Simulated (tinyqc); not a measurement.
## Contact resistivity and sheet resistance from two contact lengths

Question. Rc = [sqrt(rc Rsh)/Wc] coth(Lc/(2 LT)), LT = sqrt(rc/Rsh), Wc = 60 nm; the second contact is twice as long as the first. Find LT, rc and Rsh.

Rc for Lc = 21 and 42 nm (ohm): 185.358625  108.064903

Solution. With t = tanh(Lc/(2 LT)) for the shorter contact, the resistance of the longer over that of the shorter is (1 + t^2)/2. Then sqrt(rc Rsh) = Rc t Wc, and rc and Rsh follow by multiplying and dividing by LT.

LT = 24.28 nm
rc = 1.100e-9 ohm cm^2
Rsh = 186.7 ohm

Numbers from tinyqc (`OMP_NUM_THREADS=1 python tinyqc.py 2170033 2170034 out.jsonl`; about 0.02 s on one thread of a shared Intel Xeon 2.30GHz).
